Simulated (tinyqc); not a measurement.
Read current of a NAND string, cells in series solved by shooting: one step of the calculation.

Cells in series, numbered from 0 at the source line (0 V) to the bit line, each followed by a gap resistance Rg. A cell with gate Vg, threshold VT, source Vs and drain Vd passes I = 2 nf K Vt^2 [F(Vs) - F(Vd)]/(1 + th max(Vg - VT, 0)), F(V) = ln^2(1 + exp((Vg - VT - nf V)/(2 nf Vt))). The selected cell has Vg = Vr, the others Vg = Vp.

Problem. Node voltages for a trial current. For a trial current I start at 0 V and, cell by cell (the selected one is cell 1), solve for the drain: sqrt(F(Vd)) = sqrt(F(Vs) - I/k), k = 2 nf K Vt^2/(1 + th max(Vg - VT, 0)), Vd = [Vg - VT - 2 nf Vt ln(exp(sqrt F) - 1)]/nf, then add I Rg.

Values chosen for this exercise; values of the order met in vertical NAND strings: temperature T = 300 K; gain factor of a cell K = 18 uA/V^2; slope factor nf = 1.7; mobility reduction factor th = 0.1 1/V; resistance of the gap between cells Rg = 3.4 kohm; bit-line voltage Vbl = 0.3 V; pass voltage Vp = 7.9 V; read voltage on the selected word line Vr = 3.51 V.

Constants: q = 1.602176634e-19 C, kB = 1.380649e-23 J/K, Vt = kB T/q. Results are converted to the units shown.

first trial current = 1.8 uA
thresholds from the source end, cell 0 to 3 (V): [-0.6, 1.6, 4.5, -0.6]

Find: node voltage after each cell and gap, trial 1.

Solution.

node voltage after each cell and gap, trial 1, cell 0 to 3 (V): [0.02793, 0.09998, 0.1481, 0.1767]

tinyqc, about 0.5 s, one thread, Intel Xeon 2.30GHz (shared host): `OMP_NUM_THREADS=1 python tinyqc.py 2142009 2142010 out.jsonl`
